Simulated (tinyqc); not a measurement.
Abrupt p-n junction, non-linear Poisson equation by Newton steps: two steps of the calculation.

One dimension, p side on the left, n side on the right; net doping C = -Na for x < 0 and +Nd for x > 0. The potential psi is counted from the intrinsic level, and the quasi-Fermi potentials are flat: 0 for holes and -V for electrons, so n = ni exp((psi + V)/Vt) and p = ni exp(-psi/Vt) (Boltzmann statistics, full ionisation, no current). Under reverse bias this makes the minority densities vanishingly small everywhere; they play no part in the charge.

Inputs (values chosen for the exercise): temperature T = 300 K; bias of the p side against the n side V = -2.4 V.

Constants: q = 1.602176634e-19 C, kB = 1.380649e-23 J/K, Vt = kB T/q. Results are converted to the units shown.

Question 1. Densities, residual and Jacobian diagonal. n_i = ni exp((psi_i + V)/Vt), p_i = ni exp(-psi_i/Vt), rho_i = p_i - n_i + C_i, g_i = (n_i + p_i)/Vt. Box widths w_i = (h_(i-1) + h_i)/2 in cm. Residual F_i = a_i (psi_(i+1) - psi_i) - a_(i-1) (psi_i - psi_(i-1)) + q rho_i w_i; Jacobian: a_(i-1) and a_i beside the diagonal, b_i = -a_(i-1) - a_i - q g_i w_i on it. The two end nodes are fixed.

```
node  x (nm)  psi at the start (V)  net doping C (cm^-3)
0      -2040            -0.2221929               -3.7e15
1      -1070             0.9350582               -3.7e15
2       -544             1.5625985               -3.7e15
3       -260             1.9014226               -3.7e15
4       -106             2.0851511               -3.7e15
5      -22.5             2.1847701               -3.7e15
6       22.5             2.2384570                2.8e16
7         75             2.3010918                2.8e16
8        136             2.3738674                2.8e16
9        208             2.4597664                2.8e16
10       291             2.5587889                2.8e16
11       388             2.6745140                2.8e16
```

coupling a_i, interval 0 to 10 (F/cm^2): [1.2505399e-8, 2.3061288e-8, 4.2712103e-8, 7.8767775e-8, 1.4527230e-7, 2.6956083e-7, 2.3105214e-7, 1.9885635e-7, 1.6847552e-7, 1.4614744e-7, 1.2505399e-7]
ni = 6.8473885e11 cm^-3

Give: n; p; residual F; diagonal b.

Answer 1.

```
node   n (cm^-3)   p (cm^-3)
0     6.0901e-33   3.7000e15
1     1.6811e-13   1.3404e-4
2      0.0058587  3.8461e-15
3         2882.7  7.8168e-21
4       3.5180e6  6.4051e-24
5       1.6589e8  1.3583e-25
6       1.3235e9  1.7026e-26
7      1.4926e10  1.5097e-27
8      2.4918e11  9.0429e-29
9      6.9112e12  3.2604e-30
10     3.1846e14  7.0756e-32
11     2.8000e16  8.0476e-34
```

```
node  residual F (1e-8 C/cm^2)  diagonal b (F/cm^2)
1                      -4.4342           -3.5567e-8
2                      -2.4009           -6.5773e-8
3                      -1.2982           -1.2148e-7
4                      -0.7040           -2.2404e-7
5                      -0.3809           -4.1483e-7
6                       2.1870           -5.0061e-7
7                       2.5459           -4.2991e-7
8                       2.9832           -3.6734e-7
9                       3.4759           -3.1495e-7
10                      3.9916           -2.8896e-7
```

Question 2. Newton step. Solve the tridiagonal system a_(i-1) d_(i-1) + b_i d_i + a_i d_(i+1) = -F_i for nodes 1 to 10, with d = 0 on fixed nodes. Each component d is damped to sign(d) Vt ln(1 + |d|/Vt) before it is added.

coupling a_i, interval 0 to 10 (F/cm^2): [1.2505399e-8, 2.3061288e-8, 4.2712103e-8, 7.8767775e-8, 1.4527230e-7, 2.6956083e-7, 2.3105214e-7, 1.9885635e-7, 1.6847552e-7, 1.4614744e-7, 1.2505399e-7]

```
node  diagonal b (F/cm^2)  residual F (C/cm^2)
1           -3.5566687e-8        -4.2672094e-8
2           -6.5773391e-8        -2.3200990e-8
3           -1.2147988e-7        -4.4934677e-9
4           -2.2404008e-7        -1.0873474e-8
5           -4.1483327e-7        -6.9208812e-9
6           -5.0061416e-7         2.0568470e-8
7           -4.2992786e-7         2.4622541e-8
8           -3.6774451e-7         2.9048993e-8
9           -3.2697279e-7         3.3228640e-8
10          -7.0912985e-7         2.0246986e-8
```

psi after iteration 1, node 0 to 11 (V): [-0.2221929, 0.8194249, 1.4566657, 1.8196359, 2.1242298, 2.2629919, 2.3262287, 2.3943734, 2.4693492, 2.5532578, 2.6416427, 2.6745140]

Find: Newton step d, before damping; psi after iteration 2.

Answer 2.

Newton step d, before damping, node 1 to 10 (V): [-2.3121, -1.7155, -0.8502, -0.3239, 0.0363, 0.2561, 0.4235, 0.4942, 0.4065, 0.1123]
psi after iteration 2, node 0 to 11 (V): [-0.2222, 0.7030, 1.3478, 1.7286, 2.0569, 2.2857, 2.3880, 2.4682, 2.5469, 2.6261, 2.6850, 2.6745]

Numbers from tinyqc (`OMP_NUM_THREADS=1 python tinyqc.py 2000090 2000091 out.jsonl`; about 0.03 s on one thread of a shared Intel Xeon 2.30GHz).
